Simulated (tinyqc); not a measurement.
p-type polysilicon, carrier trapping at grain boundaries: effect of the doping.

One-dimensional grains of size Lg, uniform ionised doping N, monovalent traps Qt at each boundary at a depth Et below (for electrons) or above (for holes) the band edge there, abrupt depletion of width W on each side of a boundary, Boltzmann statistics. xi is the distance from the band edge at the grain centre to the Fermi level. Trapped charge Qt/(1 + exp((xi + VB - Et)/Vt)) = 2 N W, barrier VB = q N W^2/(2 eps0 eps_r).

If the trap equation with xi = Vt ln(NB/N) has a root W < Lg/2, the grain is partly depleted; otherwise W = Lg/2 and the trap equation gives xi = Et - VB + Vt ln(Qt/(N Lg) - 1). N* = Qt/Lg. n0 = NB exp(-xi/Vt); mean density n0 (1 - 2 W/Lg) by charge balance in a partly depleted grain, and n0 (sqrt(pi)/2) erf(u)/u with u = sqrt(VB/Vt) in a fully depleted one; v = sqrt(kB T/(2 pi ms m0)); barrier resistivity Vt exp(VB/Vt)/(q fe n0 v Lg); grain resistivity (1 - 2 W/Lg)/(q n0 mug); effective mobility 1/(q mean density total resistivity). Rows with xi above 0.45 V, towards mid-gap, are left out, since the other carrier type is ignored.

Inputs (values chosen for the exercise); values of the order met in polycrystalline silicon: temperature T = 350 K; relative permittivity eps_r = 11.7; valence-band density of states at T NB = 3.34e19 cm^-3; grain size Lg = 58 nm; trap density of a grain boundary Qt = 5.8e11 cm^-2; depth of the trap level from the majority band edge at the boundary Et = 0.39 eV; mass for thermionic emission ms = 0.43 m0; correction factor of the emission rate fe = 0.12; mobility inside the grains mug = 150 cm^2/(V s).

Constants: q = 1.602176634e-19 C, kB = 1.380649e-23 J/K, m0 = 9.1093837015e-31 kg, Vt = kB T/q, eps0 = 8.8541878128e-14 F/cm where lengths are in cm. Results are converted to the units shown.

Effect of the doping:

| N (cm^-3) | N/N* | depleted share 2 W/Lg | VB (V) | xi (V) | mean density (cm^-3) | resistivity (ohm cm) | effective mobility (cm^2/(V s)) |
|---|---|---|---|---|---|---|---|
| 1.1e16 | 0.11000 | 1.0000 | 0.0071538 | 0.44590 | 1.1742e13 | 6104.0 | 87.083 |
| 2.2e16 | 0.22000 | 1.0000 | 0.014308 | 0.41387 | 3.1614e13 | 2674.8 | 73.811 |
| 4.6e16 | 0.46000 | 1.0000 | 0.029916 | 0.36492 | 1.3907e14 | 885.64 | 50.675 |
| 9.8e16 | 0.98000 | 1.0000 | 0.063734 | 0.20889 | 1.9202e16 | 15.397 | 21.111 |
| 2.1e17 | 2.1000 | 0.47568 | 0.030902 | 0.15289 | 1.1011e17 | 0.91367 | 62.042 |
| 4.3e17 | 4.3000 | 0.23249 | 0.015115 | 0.13128 | 3.3003e17 | 0.30858 | 61.287 |
| 9.1e17 | 9.1000 | 0.10988 | 0.0071450 | 0.10866 | 8.1001e17 | 0.12571 | 61.296 |
| 1.9e18 | 19.000 | 0.052629 | 0.0034225 | 0.086462 | 1.8000e18 | 0.056734 | 61.118 |
| 4e18 | 40.000 | 0.024999 | 0.0016258 | 0.064009 | 3.9000e18 | 0.026248 | 60.973 |

As N goes from 1.1e16 to 4e18, VB goes from 0.00715 through a maximum of 0.0637 (at N = 9.8e16 among the rows listed) to 0.00163 V, the resistivity falls from 6100 to 0.0262 ohm cm and the effective mobility moves up and down between 21.1 and 87.1 cm^2/(V s). The steepest fall of the resistivity among the rows, as N^(-5.4), lies between N = 4.6e16 and 9.8e16 cm^-3; N* = 1.00e17 cm^-3. While the grain is fully depleted VB grows as N; once the traps are full it falls as 1/N. For N = 4e18 xi is under 2.5 Vt, where Boltzmann statistics begin to fail. For N = 1.1e16, 2.2e16, 4.6e16, 4.3e17, 9.1e17, 1.9e18, 4e18 VB is below Vt, where abrupt depletion and thermionic emission are rough. For N = 9.8e16 the grain is near the changeover between partial and full depletion, within a few Debye lengths, where both limits are rough.

Program tinyqc, `OMP_NUM_THREADS=1 python tinyqc.py 2830207 2830208 out.jsonl`; Intel Xeon 2.30GHz, shared host, one thread, about 0.01 s.
